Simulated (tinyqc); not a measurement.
## Doping and thickness from pinch-off voltage and conductance

Problem. A uniform channel has Vp = q Nd a^2/(2 eps0 eps_r) and G0 = 2 q mu Nd a W/L. Find a and Nd.

Values chosen for this exercise; material values close to those of gallium arsenide:
- eps_r = 12.8 (relative permittivity of the semiconductor)
- mu = 4400 cm^2/(V s) (low-field mobility at this doping)
- L = 1 um (gate length)
- W = 100 um (gate width)

Constants: q = 1.602176634e-19 C, eps0 = 8.8541878128e-14 F/cm where lengths are in cm. Results are converted to the units shown.

Vp = 3.4288854 V
G0 = 325.69047 mS

Answer. G0 gives the product Nd a and Vp gives Nd a^2; their ratio is a.

a = 210.0 nm
Nd = 1.100e17 cm^-3

Computed by the program tinyqc: `OMP_NUM_THREADS=1 python tinyqc.py 2500148 2500149 out.jsonl`, one thread of a shared Intel Xeon 2.30GHz, about 0.1 s for the whole run.
